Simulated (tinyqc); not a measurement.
Electrons shared among three sets of ellipsoidal valleys: one step. Effective densities of states. Three cases, with inputs chosen for the exercise.

Problem. N_i = M_i times N = 2 (m kB T/(4 pi c))^(3/2) with c = hbar^2/2m0, in 1/angstrom^3; times 1e24 for 1/cm^3, with m = (ml mt^2)^(1/3).

Constants: hbar^2/2m0 = 3.80998211 eV angstrom^2; kB = 8.617333262e-05 eV/K.

Case 1.

Values chosen (masses and offsets near those of GaSb; mobilities are free inputs, held fixed; shifted at random, so the results belong to these values and not to a real crystal): ml = (0.039, 1.245, 1.541) m0 (longitudinal masses of Gamma, L, X); mt = (0.039, 0.1016, 0.2123) m0 (transverse masses); M = (1, 4, 3) (valleys in each set); T = 400 K.

Case 2.

Values chosen (masses and offsets near those of InP; mobilities are free inputs, held fixed; shifted at random, so the results belong to these values and not to a real crystal): ml = (0.077, 1.727, 1.297) m0 (longitudinal masses of Gamma, L, X); mt = (0.077, 0.1305, 0.2727) m0 (transverse masses); M = (1, 4, 3) (valleys in each set); T = 200 K.

Case 3.

Values chosen (masses and offsets near those of GaSb; mobilities are free inputs, held fixed; shifted at random, so the results belong to these values and not to a real crystal): ml = (0.04, 1.301, 1.467) m0 (longitudinal masses of Gamma, L, X); mt = (0.04, 0.1044, 0.2147) m0 (transverse masses); M = (1, 4, 3) (valleys in each set); T = 400 K.

Give: kT; N_i.

Solution.

Case 1.

kT = 0.034469 eV

N_i (1/cm^3): Gamma 2.9756e+17, L 1.7519e+19, X 3.0546e+19

Case 2.

kT = 0.017235 eV

N_i (1/cm^3): Gamma 2.9186e+17, L 9.3703e+18, X 1.2727e+19

Case 3.

kT = 0.034469 eV

N_i (1/cm^3): Gamma 3.0908e+17, L 1.8403e+19, X 3.0140e+19

Computed by tinyqc, one run a case: `OMP_NUM_THREADS=1 python tinyqc.py N N+1 out.jsonl` with N = 1652034, 1652223, 1652485; one thread of a shared Intel(R) Xeon(R) Processor @ 2.30GHz, about 0.01 s a run at most.
